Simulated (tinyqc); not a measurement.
# Single-photon avalanche diode, trigger probability and counting: effect of the width of the multiplication layer

A multiplication layer of width W with the uniform field V/W; alpha = an exp(-bn/E) for electrons, beta = ap exp(-bp/E) for holes (local model, no dead space). a = alpha W, b = beta W. Electrons enter at x = 0, holes at x = W. P0 is the probability that an electron entering at 0 starts a lasting avalanche, PW the same for a hole entering at W.

Breakdown: ln(a/b) = a - b with a not equal to b. Above it PW/(1 - PW) = [P0/(1 - P0)] exp(b - a) and b ln(1 - P0) = a ln(1 - PW); the mean over pairs made evenly in the layer is Pm = ln[(1 - PW)/(1 - P0)]/(a - b). The excess bias is 10 % of VB in every row.

Values chosen for this exercise; ionisation coefficients close to those of indium phosphide: electron prefactor an = 1.13e7 1/cm; electron field bn = 3.09 MV/cm; hole prefactor ap = 4.81e6 1/cm; hole field bp = 2.49 MV/cm.

Effect of the width of the multiplication layer:

| W (um) | VB (V) | E at VB (MV/cm) | beta/alpha at VB | P0 | PW |
|---|---|---|---|---|---|
| 0.15 | 8.891 | 0.5928 | 1.171 | 0.5912 | 0.6155 |
| 0.25 | 13.36 | 0.5345 | 1.308 | 0.6132 | 0.6742 |
| 0.41 | 20.01 | 0.4880 | 1.456 | 0.6308 | 0.7266 |
| 0.67 | 30.09 | 0.4491 | 1.619 | 0.6452 | 0.7737 |
| 1.1 | 45.72 | 0.4156 | 1.803 | 0.6572 | 0.8160 |
| 1.8 | 69.65 | 0.3869 | 2.007 | 0.6667 | 0.8527 |
| 3 | 108.3 | 0.3610 | 2.243 | 0.6744 | 0.8852 |
| 5 | 169.1 | 0.3383 | 2.508 | 0.6802 | 0.9123 |

What does the comparison show?

As W grows, VB rises from 8.89 to 169 V, as W^(0.84) on average, the breakdown field falls from 0.593 to 0.338 MV/cm and beta/alpha rises from 1.17 to 2.51. At equal relative excess P0 rises from 0.591 to 0.680 and PW rises from 0.615 to 0.912. For W = 0.15, 0.25 dead space and band-to-band tunnelling, left out here, matter.

Computed by the program tinyqc: `OMP_NUM_THREADS=1 python tinyqc.py 2630142 2630143 out.jsonl`, one thread of a shared Intel Xeon 2.30GHz, about 0.01 s for the whole run.
